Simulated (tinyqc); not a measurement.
## Contact resistivity and sheet resistance from two contact lengths

Question. Rc = [sqrt(rc Rsh)/Wc] coth(Lc/(2 LT)), LT = sqrt(rc/Rsh), Wc = 48 nm; the second contact is twice as long as the first. Find LT, rc and Rsh.

Rc for Lc = 28 and 56 nm (ohm): [398.477864, 236.816825]

Solution. With t = tanh(Lc/(2 LT)) for the shorter contact, the resistance of the longer over that of the shorter is (1 + t^2)/2. Then sqrt(rc Rsh) = Rc t Wc, and rc and Rsh follow by multiplying and dividing by LT.

LT = 30.10 nm
rc = 2.500e-9 ohm cm^2
Rsh = 276.0 ohm

tinyqc, about 0.03 s, one thread, Intel Xeon 2.30GHz (shared host): `OMP_NUM_THREADS=1 python tinyqc.py 2170045 2170046 out.jsonl`
